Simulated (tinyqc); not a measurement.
# Worked calculation: MOS capacitor on a p-type substrate, surface potential from the exact charge relation

Numbers from tinyqc (`OMP_NUM_THREADS=1 python tinyqc.py 2060037 2060038 out.jsonl`; about 0.01 s on one thread of a shared Intel Xeon 2.30GHz). Printed values are rounded.

Uniform p-type substrate, Boltzmann statistics, full ionisation, classical densities. psi is the surface potential against the body (positive when the bands bend down) and u = psi/Vt. Traps are spread evenly over the gap and neutral at flat band, so their charge is -q Dit psi; the minority quasi-Fermi level is shifted by Vb.

Parameters, values chosen for the exercise; band and dielectric values close to those of gallium arsenide:
- T = 350 K (temperature)
- Eg = 1.44 eV (band gap)
- eps_r = 13.1 (relative permittivity)
- Nc = 5.48e17 cm^-3 (conduction-band density of states at T)
- Nv = 1.15e19 cm^-3 (valence-band density of states at T)
- chi = 4.1 eV (electron affinity)
- N = 4.7e17 cm^-3 (acceptor density of the substrate)
- eox = 24.9 (relative permittivity of the gate insulator (close to zirconium oxide))
- tox = 16 nm (insulator thickness)
- phiM = 5.36 eV (gate work function)
- Nf = 0 cm^-2 (fixed charge at the interface, in units of q)
- Dit = 0 cm^-2 eV^-1 (density of interface traps)
- Vb = 0 V (reverse bias of the inversion layer against the body)
- Vg = 0.59 V (gate voltage against the body)

Constants: q = 1.602176634e-19 C, kB = 1.380649e-23 J/K, Vt = kB T/q, eps0 = 8.8541878128e-14 F/cm where lengths are in cm. Results are converted to the units shown.

## Flat band, threshold and scales

ni = sqrt(Nc Nv) exp(-Eg/(2 Vt)), Eg in volts; phiF = Vt ln(N/ni); Cox = eps0 eox/tox; Vfb = phiM - chi - (Eg - Vt ln(Nv/N)) - q Nf/Cox; Q0 = sqrt(2 eps0 eps_r q N Vt); r = (ni/N)^2 exp(-Vb/Vt); VT = Vfb + [(2 phiF + Vb)(1 + q Dit/Cox) + sqrt(2 eps0 eps_r q N (2 phiF + Vb))/Cox].

ni = 1.076950e8 cm^-3
phiF = 0.6694671 V
Cox = 1.377933 uF/cm^2
Vfb = -0.08356520 V
Q0 = 72.58545 nC/cm^2
r = 5.250435e-20
VT = 1.606348 V

## Starting value

psi = Vg - Vfb, limited to the range from -4 Vt to +(2 phiF + Vb + 4 Vt).

psi at the start = 0.6735652 V

## Iteration 1: Newton step for the surface potential

u = psi/Vt; F^2 = exp(-u) + u - 1 + r (exp(u) - u - 1); Qs = -sign(u) Q0 F; Cs = -dQs/dpsi = (Q0/Vt) |1 - exp(-u) + r (exp(u) - 1)|/(2 F). f = Vfb + psi + (q Dit psi - Qs)/Cox - Vg, f' = 1 + (Cs + q Dit)/Cox, psi(new) = psi - f/f'.

u = 22.33257
F = 4.618720
Qs = -335.2519 nC/cm^2
Cs = 0.2605296 uF/cm^2
f = 0.2433006 V
f' = 1.189073
psi after iteration 1 = 0.4689515 V

## Iteration 2: Newton step for the surface potential

As before.

u = 15.54845
F = 3.814243
Qs = -276.8585 nC/cm^2
Cs = 0.3154789 uF/cm^2
f = -0.003690600 V
f' = 1.228951
psi after iteration 2 = 0.4719546 V

## Course of the Newton iteration

Stop when the step is below 1e-10 V, or after 60 iterations.

Course of the iteration:
```
iteration  psi before the step (V)      f (V)  step (V)
1                        0.6735652      0.243    -0.205
2                        0.4689515   -3.69e-3   3.00e-3
3                        0.4719546   -1.17e-6   9.55e-7
4                        0.4719555  -1.18e-13  9.58e-14
```

Converged in 4 iterations.

## Charges, field and capacitances at the solution

converged psi = 0.4719555 V

u = psi/Vt; F^2 = exp(-u) + u - 1 + r (exp(u) - u - 1); Qs = -sign(u) Q0 F; Cs = -dQs/dpsi = (Q0/Vt) |1 - exp(-u) + r (exp(u) - 1)|/(2 F). Low frequency: 1/C_LF = 1/Cox + 1/(Cs + q Dit). High frequency, in the simple estimate in which traps and minority carriers do not follow: 1/C_HF = 1/Cox + 1/Cd, Cd being Cs with r = 0 at the same psi. Minority sheet density N_inv = (Q0/(2 q)) int_0^u r (exp(t) - 1)/F(t) dt for u > 0. Oxide field |Qs - q Dit psi + q Nf|/(eps0 eox).

Qs = -277.8046 nC/cm^2
N_inv = 0.02016774 cm^-2
oxide field = 0.1260060 MV/cm
Cs = 0.3144045 uF/cm^2
C_LF/Cox = 0.1857812
C_HF/Cox = 0.1857812

The surface is in depletion (borders at |psi| = 0, phiF + Vb and 2 phiF + Vb = 1.34 V).
